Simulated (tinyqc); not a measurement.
Luttinger-Kohn k.p, four valence bands, step by step. Computed by tinyqc, a small Python program that keeps every step. Settings: g1 = 13.67, g2 = 4.58, g3 = 5.4. Command: `OMP_NUM_THREADS=1 python tinyqc.py 24254 24255 out.jsonl` (the two numbers bound the seeds that draw the settings). One thread of a shared host (Intel(R) Xeon(R) Processor @ 2.60GHz), about 0.01 s of CPU time with the checks.

## Bloch Hamiltonian at k

Luttinger parameters chosen for this model; energies are counted downward from the top of the valence band:
```
parameter      value  unit
g1         13.670000
g2          4.580000
g3          5.400000
```

k point k (1/angstrom): -0.03100  -0.04400  -0.00900

P = c g1 k^2, Q = c g2 (kx^2 + ky^2 - 2 kz^2), R = c sqrt3 [-g2 (kx^2 - ky^2) + 2i g3 kx ky], S = 2 c sqrt3 g3 (kx - i ky) kz, c = hbar^2/2m = 3.809982 eV angstrom^2; rows [P+Q, -S, R, 0], [-S*, P-Q, 0, R], [R*, 0, P-Q, S], [0, R*, S*, P+Q]. The path ends lie at |k| = 0.05 1/angstrom.

H(k) at k (eV), lower triangle (Hermitian):
```
                    3/2               1/2              -1/2     -3/2
3/2             0.20283
1/2   -0.01988-0.02822i           0.10738
-1/2   0.02947-0.09721i           0.00000           0.10738
-3/2            0.00000  0.02947-0.09721i  0.01988+0.02822i  0.20283
```

## Levels at k

Diagonalise the Hermitian matrix.

eigenvalues (eV): 0.03768  0.03768  0.27252  0.27252

## Bands along a path

The same steps at evenly spaced points between the labelled ones.

Bands along the path (eV):
```
k              band 1   band 2   band 3   band 4
[111]         0.02734  0.02734  0.23308  0.23308
[111]-G 0.25  0.01538  0.01538  0.13111  0.13111
[111]-G 0.50  0.00683  0.00683  0.05827  0.05827
[111]-G 0.75  0.00171  0.00171  0.01457  0.01457
G             0.00000  0.00000  0.00000  0.00000
G-[100] 0.25  0.00268  0.00268  0.01359  0.01359
G-[100] 0.50  0.01074  0.01074  0.05436  0.05436
G-[100] 0.75  0.02416  0.02416  0.12232  0.12232
[100]         0.04296  0.04296  0.21745  0.21745
```

## Hole masses

E = c [g1 k^2 -/+ 2 sqrt(g2^2 k^4 + 3 (g3^2 - g2^2)(kx^2 ky^2 + ky^2 kz^2 + kz^2 kx^2))] with c = hbar^2/2m, and m* = hbar^2 k^2 / (2 E).

Masses (electron masses):
```
direction    heavy    light
[100]      0.22173  0.04380
[110]      0.30715  0.04152
[111]      0.34843  0.04087
```
